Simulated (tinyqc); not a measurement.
Fermi-Dirac statistics of conduction electrons: one step. Mean energy, Einstein relation and screening.

F_j(eta) = (1/Gamma(j + 1)) integral_0^infinity x^j dx/(1 + exp(x - eta)), which tends to exp(eta) for eta << 0.

Constants: e^2/(4 pi eps0) = 14.39964547 eV angstrom.

Parameters, chosen for this exercise (out of a larger set: near those of Si, lowest valleys alone; not measured data): eps = 11.7 (static dielectric constant).

eta = -1.6511964
kT = 0.02585200 eV
Nc = 2.777459e+19 1/cm^3

Question. Mean kinetic energy <E> = (3/2) kT F_3/2/F_1/2; D/mu = (kT/e) F_1/2/F_-1/2; dn/dEF = (Nc/kT) F_-1/2; screening length L = (4 pi (e^2/(4 pi eps0)) (dn/dEF)/eps)^(-1/2), with dn/dEF in 1/(angstrom^3 eV) (1/cm^3 = 1e-24/angstrom^3).

Give: F_-1/2, F_1/2, F_3/2; <E>; D/mu; dn/dEF; L.

Answer.

F_-1/2, F_1/2, F_3/2: [0.1693, 0.1800, 0.1857]

<E> = 40.01 meV
D/mu = 27.49 mV
dn/dEF = 1.819e+20 1/(cm^3 eV)
L = 18.85 angstrom

EF lies within 2 kT of the edge. D/mu is 1.063 times kT/e and <E> is 1.032 times (3/2) kT; the Debye formula, with n/kT in place of dn/dEF, would give L = 18.28 angstrom.

Program tinyqc; command `OMP_NUM_THREADS=1 python tinyqc.py 1651544 1651545 out.jsonl`; about 0.01 s on one thread of a shared Intel(R) Xeon(R) Processor @ 2.30GHz.
